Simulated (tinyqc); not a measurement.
Ways to average over directions: averaged masses of warped heavy- and light-hole bands.

Four-band hole energies E = c k^2 f(u), c = hbar^2/2m0, f = g1 -/+ 2 sqrt(g2^2 + 3 (g3^2 - g2^2) s), s = ux^2 uy^2 + uy^2 uz^2 + uz^2 ux^2 for the unit vector u; minus for heavy, plus for light holes; the mass along u is 1/f.

Grid: n x n midpoints in cos(theta) from 0 to 1 and phi from 0 to pi/2, equal weights. m_d = <f^(-3/2)>^(2/3). Conductivity mass for one scattering time: 1/m_c = <|w|^2 f^(-5/2)>/<f^(-3/2)> with w = grad_k(k^2 f)/(2 k), that is |w|^2 = f^2 + |angular gradient of f|^2/4.

Parameters, chosen for this exercise (out of a larger set: near those of Ge; not measured data):
- g1 = 13.35 (Luttinger gamma1)
- g2 = 4.25 (gamma2)
- g3 = 5.7 (gamma3)

Heavy and light m_d on grids of growing n, against n = 160; also the three-direction rule <F> = (10 F[100] + 16 F[110] + 9 F[111])/35 and the spherical masses 1/(g1 (1 -/+ mu)), mu = (6 g3 + 4 g2)/(5 g1).

Masses (m0):

| method | heavy | light | error heavy (%) | error light (%) |
|---|---|---|---|---|
| grid n = 1 | 0.5026 | 0.0405 | 42.50 | -4.37 |
| grid n = 2 | 0.3592 | 0.0420 | 1.84 | -0.84 |
| grid n = 3 | 0.3566 | 0.0422 | 1.10 | -0.39 |
| grid n = 5 | 0.3538 | 0.0423 | 0.32 | -0.16 |
| grid n = 10 | 0.3530 | 0.0423 | 0.08 | -0.04 |
| grid n = 160 | 0.3527 | 0.0423 | 0.00 | 0.00 |
| three directions | 0.3755 | 0.0425 | 6.47 | 0.34 |
| spherical | 0.3215 | 0.0424 | -8.84 | 0.17 |
| [100] alone | 0.2062 | 0.0458 | -41.54 | 8.15 |

How do the results move, and what explains it?

The heavy mass is within 1 % from grid n = 5 on. Three directions err by +6.47 %, the spherical form by -8.84 % and [100] alone by -41.5 %; for light holes the same three err by +0.34, +0.17 and +8.1 %. The power -3/2 weights the heavy directions near [111], which a mean of f misses.

Program tinyqc; command `OMP_NUM_THREADS=1 python tinyqc.py 1051096 1051097 out.jsonl`; about 0.02 s on one thread of a shared Intel(R) Xeon(R) Processor @ 2.30GHz.
